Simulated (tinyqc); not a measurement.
Worked calculation: FCI on RHF in the sto-3g basis, for H3-, spin multiplicity 1. The basis has no diffuse functions, so it cannot describe the extra electron: this is an exercise in the method, not the real anion. One step of it, computed by the program tinyqc.

Question. FCI: roots. Diagonalise (each vector has its largest component positive (the first on a tie)); all determinants have Ms = 0, so triplets appear too. The lowest singlet root is the correlation energy.

Occupation strings over the orbitals (2 doubly, a alpha, b beta, 0 empty; spin orbitals ordered 1a 1b 2a 2b ...): 220 2ab a2b 2ba b2a 202 ab2 ba2 022

H - E(HF) between determinants (hartree), lower triangle:
```
,220,2ab,a2b,2ba,b2a,202,ab2,ba2,022
220,0.000000
2ab,0.000000,0.461606
a2b,0.000000,0.000000,0.702981
2ba,0.000000,-0.145810,0.000000,0.461606
b2a,0.000000,0.000000,-0.139699,0.000000,0.702981
202,0.145810,0.000000,0.143835,0.000000,-0.143835,1.077068
ab2,0.000000,-0.143835,0.000000,0.140110,0.000000,0.000000,1.199235
ba2,0.000000,0.140110,0.000000,-0.143835,0.000000,0.000000,-0.161944,1.199235
022,0.139699,0.000000,0.015178,0.000000,-0.015178,0.161944,0.000000,0.000000,1.436097
```

Give: lowest roots of this matrix, relative to E(HF); lowest vectors; <S^2> of these roots; weight of the ground state by excitation level 0, 1, 2, ....

Answer.

lowest roots of this matrix, relative to E(HF) (hartree): -0.0297  0.3158  0.5124  0.5633  0.7245  1.0373  1.1259  1.4562

lowest vectors:
```
,root 1,root 2,root 3,root 4
220,0.9885,0.0000,0.0000,0.0000
2ab,0.0000,0.7071,0.6706,0.0000
a2b,0.0219,0.0000,0.0000,0.7071
2ba,0.0000,0.7071,-0.6706,0.0000
b2a,-0.0219,0.0000,0.0000,0.7071
202,-0.1241,0.0000,0.0000,0.0000
ab2,0.0000,0.0037,0.2243,0.0000
ba2,0.0000,0.0037,-0.2243,0.0000
022,-0.0810,0.0000,0.0000,0.0000
```

<S^2> of these roots: 0.0000  2.0000  0.0000  2.0000  0.0000  2.0000  0.0000  0.0000

weight of the ground state by excitation level 0, 1, 2, ...: 0.9771  0.0010  0.0219
